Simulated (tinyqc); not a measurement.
Estimate of lattice thermal conductivity from elastic moduli (Slack, Klemens and Cahill formulas). Changing the mean atomic mass M. Computed by tinyqc, a small Python program. Command: `OMP_NUM_THREADS=1 python tinyqc.py 3020476 3020477 out.jsonl slack sweep`. One thread of a shared host (Intel(R) Xeon(R) Processor @ 2.30GHz), about 0.01 s of CPU time with the checks.

An isotropic solid.

Inputs (values chosen for the exercise, for a model crystal): bulk modulus B = 289 GPa; shear modulus G = 137 GPa; volume per atom V = 21.8 angstrom^3; atoms per primitive cell n = 4; volume expansion coefficient alpha_V = 14.5 ppm/K; temperature T = 900 K; disorder parameter Gamma = 0.011; grain size d = 5100 nm.

Grueneisen parameter: from thermal expansion.

Constants: u = 1.6605390666e-27 kg; hbar = 1.054571817e-34 J s; k_B = 1.380649e-23 J/K; h = 6.62607015e-34 J s.

Method:
- rho = M/V; vL = sqrt((B + 4G/3)/rho), vT = sqrt(G/rho); v_m = [(vL^-3 + 2 vT^-3)/3]^(-1/3); Poisson ratio sigma = (3B - 2G)/(6B + 2G); Theta = hbar v_m (6 pi^2/V)^(1/3)/k_B.
- gamma = alpha_V B V/(3 k_B), with the classical heat capacity 3 k_B per atom.
- Slack, an estimate for T near or above Theta_a: kappa = A M Theta_a^3 delta n^(1/3)/(gamma^2 T) in W/(m K), with M in u, delta = V^(1/3) in angstrom, Theta_a = Theta n^(-1/3) and A = 2.43e-6/(1 - 0.514/gamma + 0.228/gamma^2).
- High-temperature forms with the classical heat capacity. Klemens: kappa/kappa_0 = arctan(u)/u, u^2 = pi^2 Theta V Gamma kappa_0/(h v_m^2). Grains: 1/kappa_poly = 1/kappa + 1/(C v_m d/3), C = 3 k_B/(n V), the acoustic branches alone.
- Cahill minimum: kappa_min = (pi/6)^(1/3) k_B V^(-2/3) sum over L, T, T of v (T/Theta_i)^2 int_0^(Theta_i/T) x^3 e^x/(e^x - 1)^2 dx, Theta_i = Theta v_i/v_m (64 Gauss-Legendre points).
- Its high-temperature limit is (1/2) (pi/6)^(1/3) k_B V^(-2/3) (vL + 2 vT).

One run for each value; columns: (1) mean atomic mass M (u); (2) kappa of the perfect crystal (W/(m K)); (3) Debye temperature Theta (K); (4) kappa_min (W/(m K)); (5) kappa with point defects (W/(m K)):
```
(1)     (2)     (3)     (4)     (5)
10   30.712  1595.5  3.0067  25.153
15   25.076  1302.8  2.6146  20.537
24   19.824  1029.9  2.1736  16.236
36   16.187   840.9  1.8273  13.257
55   13.096   680.3  1.5094  10.725
85   10.534   547.3  1.2314   8.627
130   8.518   442.5  1.0048   6.976
200   6.867   356.8  0.8150   5.624
```

Over the rows, kappa of the perfect crystal (W/(m K)) falls from 30.7 to 6.87 (exponent d ln y / d ln x about -0.50 throughout); Debye temperature Theta (K) falls from 1600 to 357 (exponent d ln y / d ln x about -0.50 throughout); kappa_min (W/(m K)) falls from 3.01 to 0.815 (exponent d ln y / d ln x -0.34 between the first rows and -0.49 between the last). The exponent of kappa of the perfect crystal stays at -0.50: M Theta^3 scales as M^(-1/2) at fixed moduli. The exponent of Debye temperature Theta stays at -0.50: velocities scale as rho^(-1/2). At fixed moduli and volume a heavier crystal has slower sound: every velocity and Theta go as M^(-1/2), and so does kappa_min once T is well above Theta.

Caution (rows 10.0): T lies below Theta_a, where umklapp processes begin to freeze out and the Slack formula can fall short.

Extremes, crossings and ranges named in words are read from the listed rows.
